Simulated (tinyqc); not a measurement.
Pariser-Parr-Pople SCF with singles CI, for the molecule c1ccc2cnccc2c1 (SMILES; centres numbered as the heavy atoms are written), step by step. Computed by tinyqc, a small Python program that keeps every step. Settings: charge = 0, gamma = MN, start = core, damping = 0, iteration cap = 68, excitations kept = 6. Command: `OMP_NUM_THREADS=1 python tinyqc.py 24223 24224 out.jsonl` (the two numbers bound the seeds that draw the settings). One thread of a shared host (Intel(R) Xeon(R) Processor @ 2.60GHz), about 0.01 s of CPU time with the checks. Later iterations appear only in the table of the cycle.

## PPP integrals

Centres (angstrom, eV; a flat drawing with bonds scaled to 1.40 angstrom):
```
centre          x          y  core charge z          W   gamma_rr
1C       2.425000  -0.700000              1  11.160000  11.130000
2C       2.425000   0.700000              1  11.160000  11.130000
3C       1.212000   1.400000              1  11.160000  11.130000
4C       0.000000   0.700000              1  11.160000  11.130000
5C      -1.212000   1.400000              1  11.160000  11.130000
6N      -2.425000   0.700000              1  14.100000  12.300000
7C      -2.425000  -0.700000              1  11.160000  11.130000
8C      -1.212000  -1.400000              1  11.160000  11.130000
9C       0.000000  -0.700000              1  11.160000  11.130000
10C      1.212000  -1.400000              1  11.160000  11.130000
```

Resonance integrals (eV):
```
i    j       beta
1    2  -2.390000
2    3  -2.390000
3    4  -2.390000
4    5  -2.390000
5    6  -2.510000
6    7  -2.510000
7    8  -2.390000
8    9  -2.390000
9   10  -2.390000
10   1  -2.390000
9    4  -2.390000
```

Mataga-Nishimoto: gamma = 14.399645/(R + a), a = 2 x 14.399645/(gamma_rr + gamma_ss); H_rr = -W_r - sum_(s != r) z_s gamma_rs; H_rs = beta for bonds.

repulsion gamma_rs (eV):
```
            1C         2C         3C         4C         5C         6N         7C         8C
1C   11.130000   5.345539   3.871994   3.517359   2.621214   2.293966   2.343780   2.881359
2C    5.345539  11.130000   5.344569   3.872154   2.881359   2.368689   2.270597   2.621214
3C    3.871994   5.344569  11.130000   5.346287   3.873196   2.919095   2.621214   2.881514
4C    3.517359   3.872154   5.346287  11.130000   5.346287   3.940614   3.517359   3.872515
5C    2.621214   2.881359   3.873196   5.346287  11.130000   5.475875   3.871994   3.517455
6N    2.293966   2.368689   2.919095   3.940614   5.475875  12.300000   5.476893   3.940448
7C    2.343780   2.270597   2.621214   3.517359   3.871994   5.476893  11.130000   5.344569
8C    2.881359   2.621214   2.881514   3.872515   3.517455   3.940448   5.344569  11.130000
9C    3.872154   3.517359   3.872515   5.345539   3.872515   3.573756   3.872154   5.346287
10C   5.344569   3.871994   3.517455   3.872515   2.881514   2.652407   2.881359   3.873196

            9C        10C
1C    3.872154   5.344569
2C    3.517359   3.871994
3C    3.872515   3.517455
4C    5.345539   3.872515
5C    3.872515   2.881514
6N    3.573756   2.652407
7C    3.872154   2.881359
8C    5.346287   3.873196
9C   11.130000   5.346287
10C   5.346287  11.130000
```

core matrix H (eV):
```
             1C          2C          3C          4C          5C          6N          7C          8C
1C   -43.251934   -2.390000    0.000000    0.000000    0.000000    0.000000    0.000000    0.000000
2C    -2.390000  -43.253473   -2.390000    0.000000    0.000000    0.000000    0.000000    0.000000
3C     0.000000   -2.390000  -45.407838   -2.390000    0.000000    0.000000    0.000000    0.000000
4C     0.000000    0.000000   -2.390000  -49.790629   -2.390000    0.000000    0.000000    0.000000
5C     0.000000    0.000000    0.000000   -2.390000  -45.501408   -2.510000    0.000000    0.000000
6N     0.000000    0.000000    0.000000    0.000000   -2.510000  -46.741743   -2.510000    0.000000
7C     0.000000    0.000000    0.000000    0.000000    0.000000   -2.510000  -43.359919   -2.390000
8C     0.000000    0.000000    0.000000    0.000000    0.000000    0.000000   -2.390000  -45.438556
9C     0.000000    0.000000    0.000000   -2.390000    0.000000    0.000000    0.000000   -2.390000
10C   -2.390000    0.000000    0.000000    0.000000    0.000000    0.000000    0.000000    0.000000

             9C         10C
1C     0.000000   -2.390000
2C     0.000000    0.000000
3C     0.000000    0.000000
4C    -2.390000    0.000000
5C     0.000000    0.000000
6N     0.000000    0.000000
7C     0.000000    0.000000
8C    -2.390000    0.000000
9C   -49.778567   -2.390000
10C   -2.390000  -45.401295
```

## Starting guess

pi electrons, sum of z_r less the charge = 10

Orbitals of the core matrix H.

P at the start:
```
            1C         2C         3C         4C         5C         6N         7C         8C
1C    0.646315   0.504140   0.281587  -0.191801   0.003744   0.127706  -0.049174  -0.200692
2C    0.504140   0.684579   0.703649  -0.021526  -0.164923   0.018457   0.134386   0.092117
3C    0.281587   0.703649   1.015742   0.478471  -0.161006  -0.132836   0.166660   0.226120
4C   -0.191801  -0.021526   0.478471   1.519001   0.497585  -0.086657  -0.190578  -0.157235
5C    0.003744  -0.164923  -0.161006   0.497585   0.765134   0.723097   0.052207  -0.318542
6N    0.127706   0.018457  -0.132836  -0.086657   0.723097   1.257179   0.556709   0.141582
7C   -0.049174   0.134386   0.166660  -0.190578   0.052207   0.556709   0.589708   0.625354
8C   -0.200692   0.092117   0.226120  -0.157235  -0.318542   0.141582   0.625354   1.030575
9C    0.021515  -0.193178  -0.234684   0.331284  -0.069128  -0.157293   0.045673   0.519444
10C   0.667226   0.243647  -0.137305  -0.196369   0.110763   0.120304  -0.203183  -0.303390

            9C        10C
1C    0.021515   0.667226
2C   -0.193178   0.243647
3C   -0.234684  -0.137305
4C    0.331284  -0.196369
5C   -0.069128   0.110763
6N   -0.157293   0.120304
7C    0.045673  -0.203183
8C    0.519444  -0.303390
9C    1.467537   0.526664
10C   0.526664   1.024229
```

## Iteration 1: Fock matrix

F_rr = H_rr + P_rr gamma_rr / 2 + sum_(s != r) P_ss gamma_rs; F_rs = H_rs - P_rs gamma_rs / 2; E = tr P (H + F) / 2 + core repulsion sum_(r<s) z_r z_s gamma_rs.

F (eV):
```
            1C         2C         3C         4C         5C         6N         7C         8C
1C   -6.322226  -3.737449  -0.545151   0.337317  -0.004907  -0.146476   0.057626   0.289133
2C   -3.737449  -6.327877  -4.270352   0.041677   0.237601  -0.021860  -0.152569  -0.120730
3C   -0.545151  -4.270352  -5.038465  -3.669022   0.311803   0.193881  -0.218426  -0.325785
4C    0.337317   0.041677  -3.669022  -4.061886  -3.720116   0.170741   0.335166   0.304447
5C   -0.004907   0.237601   0.311803  -3.720116  -4.094712  -4.489795  -0.101073   0.560228
6N   -0.146476  -0.021860   0.193881   0.170741  -4.489795  -7.513299  -4.034519  -0.278948
7C    0.057626  -0.152569  -0.218426   0.335166  -0.101073  -4.034519  -5.013908  -4.061123
8C    0.289133  -0.120730  -0.325785   0.304447   0.560228  -0.278948  -4.061123  -4.627657
9C   -0.041655   0.339738   0.454409  -3.275445   0.133850   0.281063  -0.088427  -3.778548
10C  -4.173017  -0.471700   0.241483   0.380220  -0.159582  -0.159548   0.292721   0.587544

            9C        10C
1C   -0.041655  -4.173017
2C    0.339738  -0.471700
3C    0.454409   0.241483
4C   -3.275445   0.380220
5C    0.133850  -0.159582
6N    0.281063  -0.159548
7C   -0.088427   0.292721
8C   -3.778548   0.587544
9C   -3.922966  -3.797849
10C  -3.797849  -5.065368
```

pi energy = -127.015811 eV

## Iteration 1: orbitals and new P

Diagonalise F (the basis is taken as orthonormal) and form P = 2 sum c c over the lowest orbitals.

orbital energies (eV): [-13.482704, -12.842926, -9.906515, -9.183874, -8.668717, -1.838086, -1.451773, 0.475391, 0.890234, 4.020605]

P after iteration 1:
```
            1C         2C         3C         4C         5C         6N         7C         8C
1C    1.005484   0.571004   0.009946  -0.263020  -0.037133   0.143466  -0.037917  -0.174883
2C    0.571004   1.029626   0.743859  -0.006640  -0.163018  -0.006691   0.153680   0.024442
3C    0.009946   0.743859   0.953322   0.553026   0.056523  -0.151103   0.023296   0.102519
4C   -0.263020  -0.006640   0.553026   1.034077   0.554879  -0.028736  -0.259403  -0.014773
5C   -0.037133  -0.163018   0.056523   0.554879   0.841897   0.707492  -0.073386  -0.346384
6N    0.143466  -0.006691  -0.151103  -0.028736   0.707492   1.256661   0.580154  -0.030253
7C   -0.037917   0.153680   0.023296  -0.259403  -0.073386   0.580154   0.903484   0.724791
8C   -0.174883   0.024442   0.102519  -0.014773  -0.346384  -0.030253   0.724791   1.009918
9C    0.032105  -0.261570  -0.023050   0.497501   0.044781  -0.227163   0.062660   0.557994
10C   0.741372  -0.021295  -0.317724   0.006787   0.089700   0.014066  -0.163047  -0.020398

            9C        10C
1C    0.032105   0.741372
2C   -0.261570  -0.021295
3C   -0.023050  -0.317724
4C    0.497501   0.006787
5C    0.044781   0.089700
6N   -0.227163   0.014066
7C    0.062660  -0.163047
8C    0.557994  -0.020398
9C    0.983565   0.559777
10C   0.559777   0.981967
```

## Iteration 2: Fock matrix

As before.

F (eV):
```
            1C         2C         3C         4C         5C         6N         7C         8C
1C   -5.650297  -3.916163  -0.019256   0.462567   0.048667  -0.164553   0.044434   0.251950
2C   -3.916163  -5.686728  -4.377802   0.012856   0.234856   0.007925  -0.174472  -0.032034
3C   -0.019256  -4.377802  -5.707641  -3.868317  -0.109463   0.220541  -0.030532  -0.147704
4C    0.462567   0.012856  -3.868317  -5.813537  -3.873272   0.056618   0.456206   0.028605
5C    0.048667   0.234856  -0.109463  -3.873272  -5.422703  -4.447070   0.142075   0.609194
6N   -0.164553   0.007925   0.220541   0.056618  -4.447070  -7.752600  -4.098721   0.059605
7C    0.044434  -0.174472  -0.030532   0.456206   0.142075  -4.098721  -5.323545  -4.326848
8C    0.251950  -0.032034  -0.147704   0.028605   0.609194   0.059605  -4.326848  -5.667202
9C   -0.062157   0.460017   0.044630  -3.719705  -0.086708   0.405913  -0.121314  -3.881597
10C  -4.371156   0.041226   0.558789  -0.013141  -0.129235  -0.018654   0.234899   0.039503

            9C        10C
1C   -0.062157  -4.371156
2C    0.460017   0.041226
3C    0.044630   0.558789
4C   -3.719705  -0.013141
5C   -0.086708  -0.129235
6N    0.405913  -0.018654
7C   -0.121314   0.234899
8C   -3.881597   0.039503
9C   -5.671749  -3.886365
10C  -3.886365  -5.685917
```

pi energy = -132.405343 eV

## Iteration 2: orbitals and new P

As before.

orbital energies (eV): [-14.399857, -12.752272, -11.463903, -10.538263, -9.349560, -2.207487, -1.233018, -0.053646, 0.854611, 2.761478]

P after iteration 2:
```
            1C         2C         3C         4C         5C         6N         7C         8C
1C    0.985370   0.581285   0.017010  -0.251829  -0.036890   0.139303  -0.026960  -0.163403
2C    0.581285   1.004429   0.742522  -0.009679  -0.160191   0.002022   0.147046   0.010899
3C    0.017010   0.742522   0.983823   0.543522   0.044082  -0.149843   0.021759   0.091576
4C   -0.251829  -0.009679   0.543522   1.018409   0.548835  -0.029224  -0.251439  -0.004743
5C   -0.036890  -0.160191   0.044082   0.548835   0.874269   0.716010  -0.070828  -0.355549
6N    0.139303   0.002022  -0.149843  -0.029224   0.716010   1.224850   0.581537  -0.024406
7C   -0.026960   0.147046   0.021759  -0.251439  -0.070828   0.581537   0.914877   0.732254
8C   -0.163403   0.010899   0.091576  -0.004743  -0.355549  -0.024406   0.732254   1.017455
9C    0.023584  -0.251446  -0.022124   0.524795   0.048266  -0.234835   0.049048   0.548652
10C   0.741240  -0.004929  -0.344890   0.002320   0.087035   0.011295  -0.157819  -0.015568

            9C        10C
1C    0.023584   0.741240
2C   -0.251446  -0.004929
3C   -0.022124  -0.344890
4C    0.524795   0.002320
5C    0.048266   0.087035
6N   -0.234835   0.011295
7C    0.049048  -0.157819
8C    0.548652  -0.015568
9C    0.973672   0.546557
10C   0.546557   1.002845
```

## Convergence

Stop when output and input P, before any damping, agree to 1e-7.

Course of the cycle:
```
iteration         E (eV)  largest |P(out) - P(in)|
1          -127.01581056                  4.85e-01
2          -132.40534316                  3.24e-02
3          -132.45246430                  1.01e-02
4          -132.45621738                  3.91e-03
5          -132.45674979                  1.58e-03
6          -132.45684007                  6.61e-04
7          -132.45685745                  2.84e-04
8          -132.45686118                  1.33e-04
9          -132.45686205                  6.94e-05
10         -132.45686228                  3.68e-05
11         -132.45686234                  2.01e-05
12         -132.45686236                  1.11e-05
13         -132.45686236                  6.13e-06
14         -132.45686236                  3.42e-06
15         -132.45686236                  1.92e-06
16         -132.45686236                  1.08e-06
17         -132.45686236                  6.16e-07
18         -132.45686236                  3.52e-07
19         -132.45686236                  2.02e-07
20         -132.45686236                  1.17e-07
21         -132.45686236                  6.76e-08
```

Converged in 21 iterations.

## Converged orbitals

Charges are z - P_rr.

orbital energies (eV): [-14.401721, -12.789617, -11.419261, -10.592681, -9.352945, -2.183556, -1.231071, -0.056398, 0.838551, 2.772990]

coefficients:
```
          MO1        MO2        MO3        MO4        MO5        MO6        MO7        MO8
1C   0.199286  -0.400203   0.062962   0.496157  -0.208097   0.312957   0.322661  -0.248248
2C   0.202485  -0.380347  -0.289562   0.368454   0.309251   0.210663  -0.427412  -0.118801
3C   0.270239  -0.270456  -0.420126  -0.089825   0.404097  -0.432276   0.086094   0.376261
4C   0.429014  -0.097709  -0.254103  -0.494310  -0.060329   0.052082   0.378053  -0.381835
5C   0.350288   0.258122  -0.325663  -0.081422  -0.371036   0.480667   0.008278   0.436874
6N   0.375972   0.528065  -0.171888   0.357902  -0.178479  -0.307220  -0.336782  -0.170422
7C   0.284710   0.354245   0.220472   0.271236   0.362667  -0.147728   0.475620  -0.162737
8C   0.291278   0.109599   0.456032  -0.055247   0.447229   0.393791  -0.060934   0.359817
9C   0.407167  -0.166217   0.399601  -0.358243  -0.071621  -0.081592  -0.455435  -0.293635
10C  0.257796  -0.319173   0.345341   0.161172  -0.433511  -0.398908   0.109700   0.418107

           MO9       MO10
1C   -0.428051   0.244489
2C    0.445751  -0.243369
3C   -0.280170   0.302678
4C   -0.002389  -0.449899
5C    0.230770   0.291711
6N   -0.336512  -0.200521
7C    0.454781   0.241660
8C   -0.326228  -0.312149
9C    0.052629   0.458661
10C   0.238877  -0.308971
```

pi charges: 1C 0.013365, 2C -0.001809, 3C 0.011910, 4C -0.012300, 5C 0.120635, 6N -0.219403, 7C 0.079493, 8C -0.015771, 9C 0.026878, 10C -0.002998

## Singles CI, singlets

Over the 6 single excitations with the smallest orbital gaps: A = (e_a - e_i) delta + 2 (ia|jb) - (ij|ab), with (pq|rs) = sum c_mp c_mq gamma_mn c_nr c_ns. f = 2/3 w |mu|^2 in atomic units, mu = sqrt2 sum c_ia sum_m c_mi c_ma R_m.

singlet CI matrix (eV), order 5>6, 5>7, 4>6, 3>6, 5>8, 4>7:
$$\begin{pmatrix}
4.576800 & -0.110205 & -0.092192 & 0.040112 & -0.025728 & 0.525080 \\
-0.110205 & 5.040085 & -0.715714 & 0.122321 & 0.002888 & 0.114943 \\
-0.092192 & -0.715714 & 5.228866 & 0.011174 & 0.105505 & 0.128841 \\
0.040112 & 0.122321 & 0.011174 & 6.030316 & 0.162230 & -0.060588 \\
-0.025728 & 0.002888 & 0.105505 & 0.162230 & 6.081969 & -0.037474 \\
0.525080 & 0.114943 & 0.128841 & -0.060588 & -0.037474 & 6.438527
\end{pmatrix}$$

singlet excitation energies (eV): [4.231329, 4.601922, 5.767851, 5.981254, 6.220551, 6.593656]

oscillator strengths: [0.122091, 0.195259, 0.989692, 1.069731, 0.017769, 0.847498]

## Singles CI, triplets

Over the 6 single excitations with the smallest orbital gaps: A = (e_a - e_i) delta - (ij|ab), with (pq|rs) = sum c_mp c_mq gamma_mn c_nr c_ns.

triplet CI matrix (eV), order 5>6, 5>7, 4>6, 3>6, 5>8, 4>7:
$$\begin{pmatrix}
2.557650 & 0.135167 & 0.116184 & -0.002889 & -0.008252 & 0.155815 \\
0.135167 & 3.802823 & 0.155815 & -0.120855 & -0.030122 & -0.184723 \\
0.116184 & 0.155815 & 4.096864 & -0.073590 & -0.217202 & -0.178502 \\
-0.002889 & -0.120855 & -0.073590 & 4.611561 & -1.181138 & 0.012328 \\
-0.008252 & -0.030122 & -0.217202 & -1.181138 & 4.680106 & 0.031753 \\
0.155815 & -0.184723 & -0.178502 & 0.012328 & 0.031753 & 4.534798
\end{pmatrix}$$

triplet excitation energies (eV): [2.519345, 3.395422, 3.727462, 4.132313, 4.673748, 5.835512]
